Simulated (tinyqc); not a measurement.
MOS capacitor on an n-type substrate, surface potential from the exact charge relation: course of the Newton iteration.

Uniform n-type substrate, Boltzmann statistics, full ionisation, classical densities. psi is the surface potential against the body (positive when the bands bend down) and u = -psi/Vt. Traps are spread evenly over the gap and neutral at flat band, so their charge is -q Dit psi; the minority quasi-Fermi level is shifted by Vb.

ni = sqrt(Nc Nv) exp(-Eg/(2 Vt)), Eg in volts; phiF = Vt ln(N/ni); Cox = eps0 eox/tox; Vfb = phiM - chi - Vt ln(Nc/N) - q Nf/Cox; Q0 = sqrt(2 eps0 eps_r q N Vt); r = (ni/N)^2 exp(-Vb/Vt); VT = Vfb - [(2 phiF + Vb)(1 + q Dit/Cox) + sqrt(2 eps0 eps_r q N (2 phiF + Vb))/Cox].

Start: psi = Vg - Vfb (all of the voltage in the semiconductor).

u = -psi/Vt; F^2 = exp(-u) + u - 1 + r (exp(u) - u - 1); Qs = +sign(u) Q0 F; Cs = -dQs/dpsi = (Q0/Vt) |1 - exp(-u) + r (exp(u) - 1)|/(2 F). f = Vfb + psi + (q Dit psi - Qs)/Cox - Vg, f' = 1 + (Cs + q Dit)/Cox, psi(new) = psi - f/f'.

Stop when the step is below 1e-10 V, or after 60 iterations.

Values chosen for this exercise; band and dielectric values close to those of silicon:
- T = 250 K (temperature)
- Eg = 1.12 eV (band gap)
- eps_r = 11.9 (relative permittivity)
- Nc = 2.1e19 cm^-3 (conduction-band density of states at T)
- Nv = 2.05e19 cm^-3 (valence-band density of states at T)
- chi = 3.98 eV (electron affinity)
- N = 1.9e16 cm^-3 (donor density of the substrate)
- eox = 8.82 (relative permittivity of the gate insulator (close to aluminium oxide))
- tox = 5 nm (insulator thickness)
- phiM = 4.74 eV (gate work function)
- Nf = 1.3e11 cm^-2 (fixed charge at the interface, in units of q)
- Dit = 0 cm^-2 eV^-1 (density of interface traps)
- Vb = 0 V (reverse bias of the inversion layer against the body)
- Vg = 1.37 V (gate voltage against the body)

Constants: q = 1.602176634e-19 C, kB = 1.380649e-23 J/K, Vt = kB T/q, eps0 = 8.8541878128e-14 F/cm where lengths are in cm. Results are converted to the units shown.

Course of the iteration:
```
iteration  psi before the step (V)    f (V)  step (V)
1                         0.774308   4.80e5   -0.0431
2                         0.731221   1.77e5   -0.0431
3                         0.688134   6.50e4   -0.0431
4                         0.645048   2.39e4   -0.0431
5                         0.601961     8790   -0.0431
6                         0.558876     3230   -0.0431
7                         0.515793     1190   -0.0431
8                         0.472717      438   -0.0431
9                         0.429664      161   -0.0430
10                        0.386681     59.1   -0.0428
11                        0.343906     21.6   -0.0422
12                        0.301744     7.81   -0.0404
13                        0.261327     2.73   -0.0358
14                        0.225539    0.863   -0.0256
15                        0.199984    0.206   -0.0108
16                        0.189222   0.0224  -1.48e-3
17                        0.187739  3.56e-4  -2.43e-5
18                        0.187715  9.35e-8  -6.39e-9
19                        0.187715   < 1e-7   < 1e-14
```

Did this iteration meet its convergence test, and what does its course show?

Yes. Converged in 19 iterations. In 11 iterations the step is within 3 % of 2 Vt = 43.1 mV: there Qs grows as exp(|u|/2), and a Newton step on such an exponential moves psi by 2 Vt whatever the distance left.

Range of the model: At this gate voltage the surface density exceeds 0.3 of the band density of states, so degeneracy and confinement would lower the charge and capacitance.

tinyqc, about 0.01 s, one thread, Intel Xeon 2.30GHz (shared host): `OMP_NUM_THREADS=1 python tinyqc.py 2060065 2060066 out.jsonl`
